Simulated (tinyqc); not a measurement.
Capacitance measurement on a leaky thin oxide: effects of series resistance and leakage: one step of the calculation.

The device is a capacitance C in parallel with a leakage conductance G, in series with Rs and Ls. An impedance meter reports either a parallel pair (Cp, Gp) from Y = 1/Z = Gp + i w Cp or a series pair (Cs, Rm) from Z = Rm + 1/(i w Cs); w = 2 pi f, dissipation D = Gp/(w |Cp|).

Task. True capacitance and conductance. EOT = 3.9 tox/eox; CET = EOT + zc + zp; C = 3.9 eps0 A/CET; G = Jg A/Vs.

Values chosen for this exercise; values of the order met in thin-oxide MOS capacitors:

| symbol | value | unit | meaning |
|---|---|---|---|
| eox | 3.9 |  | relative permittivity of the gate insulator (close to silicon dioxide) |
| tox | 1.4 | nm | insulator thickness |
| A | 100 | um^2 | gate area |
| zc | 0.59 | nm | oxide-equivalent thickness added by the accumulation layer |
| zp | 0 | nm | oxide-equivalent thickness added by gate depletion |
| Jg | 0.14 | A/cm^2 | gate leakage current density, not matched to the thickness |
| Vs | 0.35 | V | voltage for an e-fold rise of the leakage |

Constants: eps0 = 8.8541878128e-14 F/cm where lengths are in cm. Results are converted to the units shown.

Find: EOT; CET; C; G.

Result.

EOT = 1.400 nm
CET = 1.990 nm
C = 1.735 pF
G = 0.4000 uS

Computed by the program tinyqc: `OMP_NUM_THREADS=1 python tinyqc.py 2022151 2022152 out.jsonl`, one thread of a shared Intel Xeon 2.30GHz, about 0.01 s for the whole run.
